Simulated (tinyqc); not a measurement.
Scale length and length offset from two DIBL values.

Inverse problem. DIBL = exp(-Le/(2 l)) + 2 exp(-Le/l) with Le = L - dL. Find l, dL and the drawn length for a DIBL of 100 mV/V.

DIBL at drawn lengths 82 and 120 nm (mV/V): [97.281314, 26.721989]

Solution. With e = exp(-Le/(2 l)), 2 e^2 + e = DIBL gives e and so Le/l at each length; Le/l is a straight line in L with slope 1/l.

l = 16.0 nm
dL = 2.50 nm
length for 100 mV/V = 81.2 nm

Computed by the program tinyqc: `OMP_NUM_THREADS=1 python tinyqc.py 2002160 2002161 out.jsonl`, one thread of a shared Intel Xeon 2.30GHz, about 0.01 s for the whole run.
